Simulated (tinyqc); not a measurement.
Trap density and cross-section from triangular pulses.

Question. In charge pumping, for a flat interface trap density D0 and a symmetric triangular wave, Qcp = -2 q A D0 Vt ln[vth s ni (dV/Va)/(2 f)], with s the geometric mean cross-section. Find D0, the frequency f0 where the line meets zero, and s.

Inputs (values chosen for the exercise):
```
symbol,value,unit,meaning
T,250,K,temperature
A,1.3,um^2,gate area
vth,1.5e7,cm/s,"thermal velocity at 250 K, one nominal value for electrons and holes"
dV,0.97,V,Vth - Vfb
Va,2.7,V,pulse height
```

Constants: q = 1.602176634e-19 C, kB = 1.380649e-23 J/K, Vt = kB T/q. Results are converted to the units shown.

Qcp at f = 20000 and 5e5 Hz (fC): 0.10275338  0.31073903
ni = 1.2854045e12 cm^-3

Answer. Qcp is linear in ln f: the slope gives D0 and the zero gives s = 2 f0 Va/(vth ni dV).

D0 = 7.20e11 cm^-2 eV^-1
f0 = 4.08e3 Hz
s = 1.18e-15 cm^2

Program tinyqc, `OMP_NUM_THREADS=1 python tinyqc.py 2030089 2030090 out.jsonl`; Intel Xeon 2.30GHz, shared host, one thread, about 0.01 s.
